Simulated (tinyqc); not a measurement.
Free and trapped electrons in a MOS channel with a dense trap tail: two steps of the calculation.

p-type body, charge-sheet picture, full ionisation (an idealisation for deep acceptors), Boltzmann statistics for free electrons. e = Ec - EF at the surface. Acceptor-like traps of density D(E) = D0 + De exp(-E/Ew) at depth E below Ec, from 0 to Eu, hold n_t = integral of D(E)/(1 + exp((e - E)/Vt)). psi = Eg - Vt ln(Nv/Na) - e; N_dep = sqrt(2 eps0 eps_r Na (psi - Vt)/q); n_f = sqrt(N_dep^2 + 2 eps0 eps_r Vt Nc exp(-e/Vt)/q) - N_dep; Vg = Vfb + psi + q (N_dep + n_t + n_f)/Cox, Cox = eps0 eox/tox.

Values chosen for this exercise; band and dielectric values close to those of 4H silicon carbide:
- T = 300 K (temperature)
- Eg = 3.27 eV (band gap)
- eps_r = 9.81 (relative permittivity)
- Nc = 1.71e19 cm^-3 (conduction-band density of states at T)
- Nv = 2.51e19 cm^-3 (valence-band density of states at T)
- eox = 3.9 (relative permittivity of the insulator)
- tox = 38 nm (insulator thickness)
- Na = 1.9e17 cm^-3 (acceptor density)
- Vfb = -2.09 V (flat-band voltage without trapped charge)
- D0 = 1e11 cm^-2 eV^-1 (constant background density of acceptor-like traps)
- De = 8.1e12 cm^-2 eV^-1 (density of the tail at the conduction edge)
- Ew = 0.13 eV (decay energy of the tail)
- Eu = 0.78 eV (depth below Ec down to which the traps reach)
- mf = 89 cm^2/(V s) (mobility of free electrons)
- e = 0.041 eV (Ec - EF at the surface)

Constants: q = 1.602176634e-19 C, kB = 1.380649e-23 J/K, Vt = kB T/q, eps0 = 8.8541878128e-14 F/cm where lengths are in cm. Results are converted to the units shown.

Task 1. Trapped charge. Trapezoid rule on 16 equal steps from 0 to Eu, f = 1/(1 + exp((e - E)/Vt)).

Give: E; D(E) f; n_t.

Result 1.

| point | E (eV) | D(E) f (cm^-2 eV^-1) |
|---|---|---|
| 0 | 0 | 1.394e12 |
| 1 | 0.04875 | 3.255e12 |
| 2 | 0.09750 | 3.529e12 |
| 3 | 0.1462 | 2.684e12 |
| 4 | 0.1950 | 1.902e12 |
| 5 | 0.2437 | 1.342e12 |
| 6 | 0.2925 | 9.537e11 |
| 7 | 0.3412 | 6.868e11 |
| 8 | 0.3900 | 5.033e11 |
| 9 | 0.4387 | 3.772e11 |
| 10 | 0.4875 | 2.905e11 |
| 11 | 0.5363 | 2.309e11 |
| 12 | 0.5850 | 1.900e11 |
| 13 | 0.6338 | 1.618e11 |
| 14 | 0.6825 | 1.425e11 |
| 15 | 0.7312 | 1.292e11 |
| 16 | 0.7800 | 1.201e11 |

n_t = 8.353e11 cm^-2

Task 2. Charges and gate voltage. psi, N_dep, n_f and Vg as defined, with the n_t given; free share n_f/(n_f + n_t); apparent mobility mf n_f/(n_f + n_t); gate voltage spent on traps q n_t/Cox.

n_t = 8.3533922e11 cm^-2

Give: psi; N_dep; n_f; Vg; free share; apparent mobility; gate voltage spent on traps.

Result 2.

psi = 3.103 V
N_dep = 2.518e12 cm^-2
n_f = 1.879e11 cm^-2
Vg = 7.256 V
free share = 18.36 %
apparent mobility = 16.34 cm^2/(V s)
gate voltage spent on traps = 1.473 V

tinyqc, about 0.03 s, one thread, Intel Xeon 2.30GHz (shared host): `OMP_NUM_THREADS=1 python tinyqc.py 2222067 2222068 out.jsonl`
